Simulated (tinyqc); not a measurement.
Worked calculation: power iteration on a symmetric matrix. Computed by tinyqc, a small Python program that keeps every step. Settings: method = power, shift = 1.62. Command: `OMP_NUM_THREADS=1 python tinyqc.py 24746 24747 out.jsonl` (the two numbers bound the seeds that draw the settings). One thread of a shared host (Intel(R) Xeon(R) Processor @ 2.60GHz), about 0.01 s of CPU time with the checks.

A:
$$\begin{pmatrix}
1.09900 & -0.08500 & -0.50800 \\
-0.08500 & 3.02600 & -0.24200 \\
-0.50800 & -0.24200 & 3.08800
\end{pmatrix}$$

Stop when the residual |A v - lambda v| is below 1e-9.

Steps:
```
step     lambda  residual
1     2.4379986  8.22e-01
2     2.7556805  5.14e-01
3     2.8697602  2.91e-01
4     2.9145661  1.87e-01
5     2.9480770  1.71e-01
6     2.9905861  1.94e-01
7     3.0483173  2.20e-01
8     3.1179282  2.32e-01
9     3.1883423  2.23e-01
10    3.2476953  1.96e-01
11    3.2904749  1.60e-01
12    3.3179492  1.26e-01
13    3.3343090  9.55e-02
14    3.3436151  7.15e-02
15    3.3487716  5.29e-02
16    3.3515873  3.90e-02
17    3.3531126  2.87e-02
18    3.3539352  2.10e-02
19    3.3543778  1.54e-02
20    3.3546156  1.13e-02
21    3.3547434  8.29e-03
22    3.3548119  6.07e-03
23    3.3548487  4.45e-03
24    3.3548685  3.26e-03
25    3.3548791  2.39e-03
26    3.3548848  1.75e-03
27    3.3548878  1.28e-03
28    3.3548895  9.38e-04
29    3.3548903  6.87e-04
30    3.3548908  5.03e-04
```

Can the last value be used, and what does the course show?

Not by the stop rule, although the second column moves by less than 1e-05 over the last three steps. Not converged in 30 steps: the residual falls only by the ratio of the two largest distances of eigenvalues from the shift, 0.73 a step. all eigenvalues, for comparison: [0.96725, 2.89086, 3.35489].
